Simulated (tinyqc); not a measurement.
# Bandgap voltage reference from two bipolar transistors: output against temperature

Two transistors of area 1 and N carry the same current I. Is(T) = Is (T/T0)^eta exp[(Vg0 q/kB)(1/T0 - 1/T)], VBE1 = Vt ln(I/Is(T)) + I rb, VBE2 = Vt ln(I/(N Is(T))) + I rb/N. The amplifier forces I R1(T) = VBE1 - VBE2 + Vos, with R(T) = R (1 + tc (T - T0)) for both resistors, and the output is Vref = VBE1 + I R2(T). Base currents and the Early effect are neglected.

Vt = kB T/q; I = (Vt ln N + Vos)/(R1(T) - rb (1 - 1/N)).

Parameters, values chosen for the exercise; values of the order met in silicon bipolar transistors: reference temperature T0 = 300 K; band-gap voltage extrapolated to 0 K Vg0 = 1.141 V; temperature exponent of the saturation current eta = 3.9; saturation current of the unit transistor at T0 Is = 6.2e-17 A; area ratio of the second transistor N = 15; resistor across which the difference of VBE falls, at T0 R1 = 4.6 kohm; temperature coefficient of both resistors tc = 0 ppm/K; offset of the amplifier Vos = 0 mV; series resistance of the unit transistor rb = 110 ohm; output resistor at T0 R2 = 35.44 kohm.

Constants: q = 1.602176634e-19 C, kB = 1.380649e-23 J/K. Results are converted to the units shown.

Output against temperature:
```
T (K),I (uA),VBE1 (V),I R2 (V),Vref (V),Vref - Vref(T0) (mV),dVref/dT (uV/K)
218,11.31,0.8236,0.4009,1.225,-7.475,133.2
233,12.09,0.7979,0.4285,1.226,-5.603,116.5
253,13.13,0.7633,0.4653,1.229,-3.481,95.96
273,14.17,0.7282,0.5020,1.230,-1.754,76.95
298,15.46,0.6839,0.5480,1.232,-0.1084,55.05
323,16.76,0.6390,0.5940,1.233,1.013,34.92
348,18.06,0.5937,0.6400,1.234,1.650,16.29
373,19.35,0.5479,0.6859,1.234,1.838,-1.048
398,20.65,0.5017,0.7319,1.234,1.607,-17.26
423,21.95,0.4551,0.7779,1.233,0.9833,-32.48
```

VBE1 falls by 1.80 mV/K on average and I R2 rises by 1.84 mV/K. The slope of Vref vanishes at T = 371 K. Between 233 and 398 K Vref spans 7.44 mV, or 36.6 ppm/K by the box method (span over the average over T, over 165 K).

Numbers from tinyqc (`OMP_NUM_THREADS=1 python tinyqc.py 2062115 2062116 out.jsonl`; about 0.02 s on one thread of a shared Intel Xeon 2.30GHz).
